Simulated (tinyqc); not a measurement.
Gated graphene: carriers, quantum capacitance and optical conductivity, step by step. Values are carried at full precision from step to step, so a last printed digit may differ when a step is redone from the rounded ones.

Cones E = +/- hv |k|, four flavours, D(E) = 2|E|/(pi hv^2). n = (2/pi)(kT/hv)^2 F_1(mu/kT), p = (2/pi)(kT/hv)^2 F_1(-mu/kT), in 1/angstrom^2 (1e16 for 1/cm^2); F_1(eta) = integral_0^infinity x dx/(1 + exp(x - eta)). Cq/e^2 = d(n - p)/d mu = (2 kT/(pi hv^2)) ln(2 + 2 cosh(mu/kT)).

Gate: V = mu/e + e (n - p)/Cox with Cox/e^2 = k/(4 pi e2 t), t in angstrom, e2 = e^2/(4 pi eps0); 1/(eV angstrom^2) in C/e^2 equals 1602.176634 microfarad/cm^2; total 1/C = 1/Cox + 1/Cq.

Constants: kB = 8.617333262e-05 eV/K; e^2/(4 pi eps0) = 14.39964547 eV angstrom; fine-structure constant alpha = 0.007297352564.

Parameters, chosen for this exercise (Fermi velocity near that of graphene, gate dielectric near HfO2; not measured data):
- hv = 6.83 eV angstrom (hbar vF)
- T = 300 K
- k = 18.71 (dielectric constant of the gate layer)
- t = 10 nm (its thickness)
- V = -0.48 V (gate voltage from the neutrality point)
- E = 0.269 eV (photon energy)
- Gm = 2 meV (intraband damping)

## Chemical potential at the gate voltage

Solve the gate equation for mu.

Cox = 1.657 microfarad/cm^2
mu = -0.2004 eV
n = 3.92e+07 1/cm^2
p = 2.89e+12 1/cm^2

mu takes 41.8 % of the gate voltage; the zero-temperature rule |mu| = hv sqrt(pi |n - p|) gives 0.2058 eV.

## Quantum capacitance

1/(eV angstrom^2) in C/e^2 equals 1602.176634 microfarad/cm^2; 1/C = 1/Cox + 1/Cq.

Cq = 4.383 microfarad/cm^2
C = 1.202 microfarad/cm^2
Cq at mu = 0 = 0.7836 microfarad/cm^2

C is 0.726 of Cox.

## Optical conductivity at one energy

Conductivity over sigma0 = e^2/(4 hbar): interband Re = sinh(E/2kT)/(cosh(mu/kT) + cosh(E/2kT)); intraband Re = (8 kT/pi) ln(2 cosh(mu/2kT)) Gm/(E^2 + Gm^2). A free sheet absorbs about pi alpha_f Re(sigma/sigma0), alpha_f the fine-structure constant (alpha among the constants).

Evaluate both parts and the absorption.

interband = 0.0724
intraband = 0.0071
absorption = 0.182 %

E is below 2|mu| = 0.4008 eV; at this temperature interband transitions are mostly Pauli blocked; the universal value is pi alpha_f = 2.293 %.

## Checks

- Cq/e^2 against the finite difference of n - p (1/(eV angstrom^2)): both 0.002735.

tinyqc: `OMP_NUM_THREADS=1 python tinyqc.py 1680288 1680289 out.jsonl`; about 0.01 s, one thread, shared Intel(R) Xeon(R) Processor @ 2.30GHz.
